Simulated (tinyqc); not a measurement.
Tunnelling through a thin dielectric with one trap, as a tight-binding chain, step by step. Values are carried at full precision from step to step, so a last printed digit may differ when a step is redone from the rounded ones.

Hopping -t everywhere, t = c/(m a^2), c = hbar^2/2m0; lead sites at 2t (band bottom 0), barrier sites 1 to N at 2t + phi, and site j has U besides. No voltage. Leads give S = -t exp(ika) on sites 1 and N, cos(ka) = 1 - E/(2t). T = (2 t sin(ka))^2 |G_1N|^2, G = (E - H - S)^-1. In the barrier cosh(q a) = 1 + (phi - E)/(2t).

Constants: hbar^2/2m0 = 3.80998211 eV angstrom^2; hbar = 6.58211957e-16 eV s.

Values chosen for the exercise (barrier and mass of the size used for Al2O3 on silicon; shifted at random, so the results belong to these values and not to a real crystal): a = 3 angstrom (site spacing); m = 0.32 m0 (mass, the same in leads and barrier); phi = 1.96 eV (conduction edge of the barrier above that of the leads); U = -2.4 eV (extra energy on the trap site); E = 1.2 eV (electron energy); N = 8 (barrier sites); j = 4 (site of the trap).

## Scales

Form t, ka, q a, and the level of the trap in an endless barrier, Eb = phi + 2t - sqrt(4 t^2 + U^2).

t = 1.3229 eV
ka = 0.99267 rad
q a = 0.74089
Eb = 1.0337 eV

## The matrix E - H - S

Fill it in.

E - H - S (eV):
$$\begin{pmatrix}
-2.6829+1.1079i & 1.3229 & 0.0000 & 0.0000 & 0.0000 & 0.0000 & 0.0000 & 0.0000 \\
1.3229 & -3.4058 & 1.3229 & 0.0000 & 0.0000 & 0.0000 & 0.0000 & 0.0000 \\
0.0000 & 1.3229 & -3.4058 & 1.3229 & 0.0000 & 0.0000 & 0.0000 & 0.0000 \\
0.0000 & 0.0000 & 1.3229 & -1.0058 & 1.3229 & 0.0000 & 0.0000 & 0.0000 \\
0.0000 & 0.0000 & 0.0000 & 1.3229 & -3.4058 & 1.3229 & 0.0000 & 0.0000 \\
0.0000 & 0.0000 & 0.0000 & 0.0000 & 1.3229 & -3.4058 & 1.3229 & 0.0000 \\
0.0000 & 0.0000 & 0.0000 & 0.0000 & 0.0000 & 1.3229 & -3.4058 & 1.3229 \\
0.0000 & 0.0000 & 0.0000 & 0.0000 & 0.0000 & 0.0000 & 1.3229 & -2.6829+1.1079i
\end{pmatrix}$$

## Transmission

Invert the matrix; T = (2 t sin(ka))^2 |G_1N|^2.

first row of G (1/eV): [-0.3508-0.1680i, -0.09611-0.04689i, 0.1033+0.04726i, 0.3621+0.1686i, 0.1720+0.08090i, 0.08069+0.03971i, 0.03575+0.02133i, 0.01135+0.01520i]

T = 0.001768

Without the trap T is 2.39e-05: the trap changes it by a factor 74 at this energy.

## The resonance

Resonance: the lowest eigenvalue of H + S(E), iterated until its real part equals E (40 rounds from Eb = phi + 2t - sqrt(4t^2 + U^2), the level in an endless barrier). With v the normalised squared amplitudes of that state, Gamma_L = 2 t sin(ka) v_1, Gamma_R = 2 t sin(ka) v_N; Breit-Wigner T = Gamma_L Gamma_R/((E - Er)^2 + (Gamma_L + Gamma_R)^2/4).

Find Er, the two widths, the peak height 4 Gamma_L Gamma_R/(Gamma_L + Gamma_R)^2 and the escape time hbar/(Gamma_L + Gamma_R).

Er = 1.0351 eV

widths (meV): left 10.60, right 2.080

peak height = 0.5486
escape time = 51.9 fs

squared amplitudes: [0.0050, 0.0252, 0.1317, 0.6740, 0.1323, 0.0258, 0.0049, 0.0010]

The nearby leads move the level 1.5 meV above its value in an endless barrier. The trap is closer to the left lead, which takes 83.6 % of the escapes.

## Checks

- T at Er from the chain against the Breit-Wigner peak: 0.548 against 0.549.
- T without trap against the closed form for a lattice barrier: both 2.388e-05.

tinyqc: `OMP_NUM_THREADS=1 python tinyqc.py 1451122 1451123 out.jsonl`; about 0.05 s, one thread, shared Intel(R) Xeon(R) Processor @ 2.30GHz.
